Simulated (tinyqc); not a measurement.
Length of a polyene: Hueckel, PPP and singles CI along the polyenes. Computed by the program tinyqc. 

All-trans chains of carbon centres 1.40 angstrom apart:
```
parameter                               value
beta (eV), times 1 +/- alternation  -2.420000
alternation                          0.130000
W (eV)                              11.160000
gamma_rr (eV)                       11.460000
repulsion formula                        Ohno
```

Hueckel uses the same beta without repulsion; CIS keeps all single excitations and so misses the low, doubly excited 2Ag state. W is the valence ionisation energy of a centre, MN the Mataga-Nishimoto formula, f the oscillator strength.

Gaps and excitations (eV):
```
centres  Hueckel gap  PPP orbital gap  bright singlet (CIS)       f  lowest triplet (CIS)
2             5.4692          13.1239                7.3719  0.6320                3.5665
4             3.7550          10.6917                5.8639  1.1169                2.7119
6             2.9709           9.4922                5.0135  1.5283                2.3116
8             2.5298           8.8006                4.4887  1.8974                2.1014
10            2.2501           8.3629                4.1425  2.2406                1.9797
```

The Hueckel gap tends to 4 x alternation x |beta| = 1.26 eV for long chains. Exchange opens the PPP orbital gap, and the attraction of electron and hole brings the bright state 4.22 eV below it at 10 centres; the triplet lies 2.16 eV lower still.
